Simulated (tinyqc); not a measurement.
Worked calculation: CCSD on RHF in the 6-31g basis, for H-, spin multiplicity 1. The basis has no diffuse functions, so it cannot describe the extra electron: this is an exercise in the method, not the real anion. One step of it, computed by the program tinyqc.

Question. CCSD: starting amplitudes. t_ij^ab = <ij||ab> / (e_i + e_j - e_a - e_b), whose energy is MP2.

orbital energies (hartree): MO1 0.055212, MO2 1.486923

Two-electron integrals over orbitals (pq|rs), unique and non-zero (hartree):
```
(11|11) 0.532867   (21|11) 0.138978   (21|21) 0.136050   (22|11) 0.591309
(22|21) 0.243852   (22|22) 0.778941
```

Give: Starting amplitudes; correlation energy.

Answer.

Starting amplitudes (spin orbitals 1a, 1b, ...; amplitudes related by a flip of all spins are not repeated):
```
from      to        t
1a 1b  2a 2b  -0.0475
```

correlation energy = -0.006464 hartree
